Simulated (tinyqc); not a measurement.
# Double-gate transistor, scale length and short-channel effects, step by step

Numbers from tinyqc (`OMP_NUM_THREADS=1 python tinyqc.py 2420155 2420156 out.jsonl`; about 0.01 s on one thread of a shared Intel Xeon 2.30GHz). Printed values are rounded.

A body of thickness ts between two insulators of thickness ti and two tied gates. Below threshold the potential that source and drain add obeys Laplace's equation and vanishes on the gate. Its lowest mode decays along the channel as exp(-k y); k is the smallest positive root of the matching condition at the interface, and the scale length is Lambda = pi/k.

Inputs (values chosen for the exercise); permittivities: semiconductor close to that of germanium, insulator close to that of aluminium oxide:
- T = 300 K (temperature)
- eps_r = 16.1 (relative permittivity of the semiconductor)
- ei = 8.9 (relative permittivity of the insulator)
- ti = 1.5 nm (insulator thickness)
- ts = 12.1 nm (body thickness)
- L = 28 nm (channel length)
- Vbi = 0.99 V (potential of the source)
- sT = 0.63 V (potential of the barrier top at threshold)
- VTL = 0.43 V (long-channel threshold)
- m = 1 (long-channel body factor)
- Vds = 0.7 V (drain voltage)

Constants: q = 1.602176634e-19 C, kB = 1.380649e-23 J/K, Vt = kB T/q. Results are converted to the units shown.

## Scan of the matching condition

k, point 0 to 7 (1/nm): [0.0325, 0.065, 0.0975, 0.13, 0.1625, 0.195, 0.2275, 0.26]

f(k) = ei cos(k ti) cos(k ts/2) - eps_r sin(k ti) sin(k ts/2).

f(k), point 0 to 7: [8.56487, 7.58104, 6.01192, 3.95882, 1.55476, -1.04373, -3.66628, -6.13916]

The first change of sign lies between k = 0.1625 and 0.195 1/nm.

## Iteration 1: decay constant by Newton steps

k at the start = 0.1625 1/nm

f(k) = ei cos(k ti) cos(k ts/2) - eps_r sin(k ti) sin(k ts/2); f' by a central difference with +/- 1e-5 1/nm; k(new) = k - f/f'.

f = 1.55476
f' = -77.8111 nm
k after iteration 1 = 0.182481 1/nm

## Iteration 2: decay constant by Newton steps

As before.

f = -0.0304615
f' = -80.5311 nm
k after iteration 2 = 0.182103 1/nm

## Course of the iteration: decay constant by Newton steps

Stop when k changes by less than 1e-10 1/nm, or after 30 iterations.

Course of the iteration:
```
iteration  k (1/nm)  |change| (1/nm)
1          0.182481           0.0200
2          0.182103          3.78e-4
3          0.182103          7.74e-8
4          0.182103         3.19e-15
```

Converged in 4 iterations. The change falls from 0.020 in the first iteration to below the tolerance in the last.

## Scale length against simple estimates

k = 0.182103 1/nm

Lambda = pi/k and l = 1/k. A parabolic potential across the structure gives l(parabolic) = sqrt((eps_r/(2 ei)) ts ti (1 + ei ts/(4 eps_r ti))).

Lambda = 17.2517 nm
l = 5.49140 nm
l(parabolic) = 5.89218 nm

The parabolic estimate is 7.3 % above l.

## Threshold shift, barrier position and swing

Along the channel psi(y) = s + a exp(y/l) + b exp(-y/l) with psi(0) = Vbi, psi(L) = Vbi + Vds and l = 1/k = Lambda/pi; with A = Vbi - s, B = A + Vds, x = exp(-L/l): a = (B - A x) x/(1 - x^2), b = (A - B x)/(1 - x^2). The minimum is s + 2 sqrt(a b), at y = (l/2) ln(b/a). The long-channel potential follows the gate as s = sT + (Vg - VTL)/m, and the threshold VT is the gate voltage at which the minimum equals sT. Swing = m Vt ln 10/g at threshold, g = d(minimum)/ds = 1 - (b x + a)/((1 + x) sqrt(a b)).

s at threshold = 0.514145 V
a = 0.00715945 V
b = 0.468696 V
position of the minimum = 11.4812 nm
VT = 0.314145 V
swing = 71.8856 mV/decade

The threshold lies 116 mV below the long-channel value, and the barrier top sits at 0.41 L from the source.
